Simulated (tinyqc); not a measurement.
Length of a molecular wire: coherent transport through a tight-binding bridge. Computed by the program tinyqc. 

A uniform bridge between two chains:
```
parameter,value
site energy (eV),1.810000
hopping in the bridge (eV),0.710000
lead hopping (eV),2.400000
couplings (eV),"0.62, 0.35"
E (eV),0.370000
```

T = Gamma_L Gamma_R |G_1n|^2 with the self-energies of semi-infinite chains.

Transmission against length:
```
sites,T,ln T
2,6.2916e-03,-5.069
3,3.2949e-03,-5.715
4,1.9354e-03,-6.247
5,1.2156e-03,-6.713
6,7.9606e-04,-7.136
7,5.3578e-04,-7.532
8,3.6729e-04,-7.909
9,2.5497e-04,-8.274
10,1.7856e-04,-8.631
```

E lies outside the band of the bridge (|E - e|/2h = 1.014 > 1), so T decays as exp(-beta n) with beta = 2 arccosh(1.014) = 0.3353 a site; the last two rows give 0.3563.
